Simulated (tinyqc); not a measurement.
Model-solid line-up of a strained alloy layer on a substrate: one step. Critical thickness (Matthews-Blakeslee, single layer). Five cases, with inputs chosen for the exercise.

Problem. h = K (ln(h/b) + 1) with K = b (1 - nu/4)/(4 pi |e_par| (1 + nu)) for 60-degree dislocations, b = a/sqrt(2) the Burgers vector (not the shear potential of the table), nu = C12/(C11 + C12). Iterate from h = 10 b until h changes by less than 1e-6 of itself.

Case 1.

Alloy at x (a in angstrom, C11, C12, C44 in GPa, all else in eV):
```
symbol       value
a         5.542760
Eg        2.203192
Dso       0.202610
Ev       -1.039100
ac       -7.742300
av        1.450900
b        -1.779200
d        -4.722800
C11     131.909000
C12      59.897000
C44      64.988000
```

e_par = 0.01988901

Case 2.

Alloy at x (a in angstrom, C11, C12, C44 in GPa, all else in eV):
```
symbol       value
a         5.754540
Eg        1.658737
Dso       0.100720
Ev       -1.035800
ac       -6.549400
av        0.883400
b        -1.873800
d        -4.871200
C11     111.548000
C12      57.656000
C44      52.022000
```

e_par = -0.01834030

Case 3.

Alloy at x (a in angstrom, C11, C12, C44 in GPa, all else in eV):
```
symbol      value
a        6.128890
Eg       0.277990
Dso      0.466080
Ev      -0.413351
ac      -5.395800
av       0.882900
b       -1.842300
d       -3.780400
C11     80.105000
C12     44.108000
C44     38.072000
```

e_par = -0.01156653

Case 4.

Alloy at x (a in angstrom, C11, C12, C44 in GPa, all else in eV):
```
symbol      value
a        6.072750
Eg       0.376640
Dso      0.414700
Ev      -0.538688
ac      -5.113500
av       0.967500
b       -1.820000
d       -3.675000
C11     81.615000
C12     44.440000
C44     38.690000
```

e_par = -0.00358157

Case 5.

Alloy at x (a in angstrom, C11, C12, C44 in GPa, all else in eV):
```
symbol       value
a         5.656720
Eg        2.723797
Dso       0.289340
Ev       -1.219485
ac       -5.929800
av        2.207800
b        -2.227800
d        -3.680200
C11     124.916000
C12      54.214000
C44      55.782000
```

e_par = -0.00101119

Give: b (Burgers vector); nu; K; first iterates; critical thickness.

Solution.

Case 1.

b (Burgers vector) = 3.9193 angstrom
nu = 0.3123
K = 11.02 angstrom

first iterates (angstrom): 39.2  36.4  35.6  35.3  35.2  35.2

critical thickness = 3.52 nm

Case 2.

b (Burgers vector) = 4.0691 angstrom
nu = 0.3407
K = 12.05 angstrom

first iterates (angstrom): 40.7  39.8  39.5  39.4  39.4  39.4

critical thickness = 3.94 nm

Case 3.

b (Burgers vector) = 4.3338 angstrom
nu = 0.3551
K = 20.05 angstrom

first iterates (angstrom): 43.3  66.2  74.7  77.1  77.8  77.9

critical thickness = 7.80 nm

Case 4.

b (Burgers vector) = 4.2941 angstrom
nu = 0.3525
K = 64.32 angstrom

first iterates (angstrom): 42.9  212.4  315.3  340.7  345.6  346.6

critical thickness = 34.68 nm

Case 5.

b (Burgers vector) = 3.9999 angstrom
nu = 0.3027
K = 223.36 angstrom

first iterates (angstrom): 40.0  737.7  1388.7  1530.0  1551.6  1554.8

critical thickness = 155.53 nm

Thicker layers can relax, and the strained edges then no longer apply; metastable growth often exceeds this equilibrium value.

Computed by tinyqc, one run a case: `OMP_NUM_THREADS=1 python tinyqc.py N N+1 out.jsonl` with N = 1050228, 1050373, 1050457, 1050530, 1050620; one thread of a shared Intel(R) Xeon(R) Processor @ 2.30GHz, about 0.02 s a run at most.
